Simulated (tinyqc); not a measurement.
# Changing the spring ratio k'/k at the defect

Model: vibrations of a mass or spring defect in a linear chain. Computed by tinyqc, a small Python program. Command: `OMP_NUM_THREADS=1 python tinyqc.py 3013520 3013521 out.jsonl localmode sweep`. One thread of a shared host (Intel(R) Xeon(R) Processor @ 2.30GHz), about 0.03 s of CPU time with the checks.

A ring of N atoms with nearest-neighbour springs k and motion along the chain. Atom 1 is the defect, of mass M', and its two springs are k'. All other atoms have the mass M.

Inputs (values chosen for the exercise, for a model chain): spring constant k = 10.9 eV/angstrom^2; host mass M = 106 u; defect mass M' = 8.32 u.

Host: monatomic.

Constants: nu for 1 eV/(angstrom^2 u) = 15.6333042 THz.

Method:
- Host band: lambda from 0 to 4k/M.
- nu = 15.6333042 THz x sqrt(lambda), lambda in eV/(angstrom^2 u).
- D_ii = (sum of the two springs at i)/M_i, D_ij = -k_ij/sqrt(M_i M_j) for neighbours, closed into a ring.
- The same matrix for 120 atoms; amplitudes are the mass-weighted eigenvector, in size, relative to the defect, for the highest mode; its weight is the squared component of the normalised eigenvector on the defect.

One run for each value; columns: (1) spring ratio k'/k at the defect; (2) ratio to the top of the host band; (3) weight of the highest mode on the defect; (4) highest frequency, long ring (THz):
```
(1)     (2)      (3)     (4)
0.3  1.4138  0.94740  14.176
0.6  1.9957  0.95662  20.010
0.9  2.4430  0.95876  24.495
1.2  2.8203  0.95972  28.278
1.5  3.1528  0.96026  31.611
1.8  3.4534  0.96061  34.625
2.1  3.7299  0.96086  37.397
2.4  3.9873  0.96104  39.977
```

What does the table show?

Over the rows, ratio to the top of the host band rises from 1.41 to 3.99 (exponent d ln y / d ln x about 0.50 throughout); weight of the highest mode on the defect rises from 0.9474 to 0.9610 (exponent d ln y / d ln x 0.014 between the first rows and 0.0014 between the last); highest frequency, long ring (THz) rises from 14.2 to 40.0 (exponent d ln y / d ln x about 0.50 throughout).

Extremes, crossings and ranges named in words are read from the listed rows.
